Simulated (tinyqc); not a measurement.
Admittance spectroscopy and thermally stimulated current of one trap level in a depletion layer: one step, computed by the program tinyqc.

A Schottky junction on n-type material holds one donor-like electron trap; shallow donors are fully ionised and abrupt depletion edges are assumed.

Problem. Temperature of the peak. N_c = 2 (2 pi m k_B T/h^2)^(3/2), v_th = sqrt(3 k_B T/m), emission rate e_n = sigma v_th N_c exp(-E_t/(k_B T)). Where the level crosses the Fermi level capture equals emission, so the trap follows the signal with the rate 2 e_n; G/omega peaks at omega = 2 e_n (the correction for large N_t/N is left out). Solve 2 e_n(T_p) = 2 pi f.

Inputs (values chosen for the exercise, modelled on n-type germanium):

| quantity | value | unit |
|---|---|---|
| density-of-states mass m | 0.563 | m_0 |
| shallow doping N | 2.6e+16 | 1/cm^3 |
| trap depth E_t below the band | 0.165 | eV |
| capture cross section sigma | 6e-15 | cm^2 |
| test frequency f | 300000 | Hz |

Constants: k_B = 1.380649e-23 J/K; m_0 = 9.1093837015e-31 kg; h = 6.62607015e-34 J s; k_B = 8.617333262e-05 eV/K.

Give: peak temperature T_p; N_c at T_p; e_n at T_p; E_c - E_F = k_B T_p ln(N_c/N).

Solution.

peak temperature T_p = 153.0 K

N_c at T_p = 3.860e+18 1/cm^3

e_n at T_p = 9.425e+05 1/s

E_c - E_F = k_B T_p ln(N_c/N) = 0.06591 eV
